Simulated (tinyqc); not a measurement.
Changing the temperature T: Bloch-Grueneisen resistivity of a metal. Computed by tinyqc, a small Python program. Command: `OMP_NUM_THREADS=1 python tinyqc.py 3031638 3031639 out.jsonl bg sweep`. One thread of a shared host (Intel(R) Xeon(R) Processor @ 2.30GHz), about 0.01 s of CPU time with the checks.

Electrons scatter from a Debye spectrum of phonons (n = 5 for scattering within one band, n = 3 for scattering into a second, heavy band) and from static defects.

Inputs (values chosen for the exercise, modelled on aluminium):

| quantity | value | unit |
|---|---|---|
| exponent n | 5 | - |
| Debye temperature Theta | 381 | K |
| transport coupling lambda_tr | 0.36 | - |
| Drude plasma energy hbar w_p | 12 | eV |
| residual resistivity rho_0 | 0.07 | microohm cm |

Addition: none.

Constants: k_B = 1.380649e-23 J/K; hbar = 1.054571817e-34 J s; eps_0 = 8.8541878128e-12 F/m; hbar = 6.582119569e-16 eV s; k_B = 8.617333262e-05 eV/K.

Method:
- rho_ph = (n - 1) rho_1 (T/Theta)^n J_n(Theta/T), with rho_1 = 2 pi lambda_tr k_B Theta/(hbar eps_0 w_p^2), the high-temperature line at T = Theta.
- J_n(y) = int_0^y x^n e^x/(e^x - 1)^2 dx, by 96 Gauss-Legendre points (upper limit at most 60).
- Matthiessen's rule: rho = rho_0 + rho_ph.
- Temperature coefficient (1/rho) d rho/dT by a central difference of +/- 0.5 K; residual ratio rho(295 K)/rho(4.2 K); scattering time tau = 1/(eps_0 w_p^2 rho); Wiedemann-Franz kappa = L_0 T/rho, L_0 = (pi^2/3)(k_B/e)^2.

One run for each value:

| temperature T (K) | resistivity rho (microohm cm) | phonon resistivity rho_ph (microohm cm) | temperature coefficient (1e-3/K) | Wiedemann-Franz conductivity (W/(m K)) |
|---|---|---|---|---|
| 10 | 0.070 | 2.377e-05 | 0.17 | 349 |
| 16 | 0.070 | 2.492e-04 | 1.11 | 556 |
| 27 | 0.073 | 3.394e-03 | 8.49 | 899 |
| 45 | 0.107 | 3.742e-02 | 33.06 | 1023 |
| 74 | 0.296 | 2.265e-01 | 30.47 | 610 |
| 120 | 0.794 | 7.238e-01 | 14.73 | 369 |
| 200 | 1.726 | 1.656e+00 | 6.60 | 283 |
| 330 | 3.157 | 3.087e+00 | 3.39 | 255 |
| 550 | 5.459 | 5.389e+00 | 1.89 | 246 |
| 900 | 9.037 | 8.967e+00 | 1.12 | 243 |

Over the rows, resistivity rho (microohm cm) rises from 0.0700 to 9.04 (exponent d ln y / d ln x 0.0068 between the first rows and 1.0 between the last); phonon resistivity rho_ph (microohm cm) rises from 2.38e-5 to 8.97 (exponent d ln y / d ln x 5.0 between the first rows and 1.0 between the last); temperature coefficient (1e-3/K) goes from 0.171 through a maximum among these rows, 33.1 at 45.0, to 1.12. At the low end the exponent of phonon resistivity rho_ph is 5.00, close to 5: the T^5 law. At the high end the exponent of phonon resistivity rho_ph is 1.03, close to 1: the linear law of classical vibrations. At the low end the exponent of Wiedemann-Franz conductivity is 0.99, close to 1: defect scattering, constant rho.

Caution (rows 45.0, 74.0, 120, 200): below about Theta/2 small-angle phonon scattering degrades heat flow more than charge flow, so a thermal conductivity taken from rho by the Wiedemann-Franz law would be too high.

Extremes, crossings and ranges named in words are read from the listed rows.
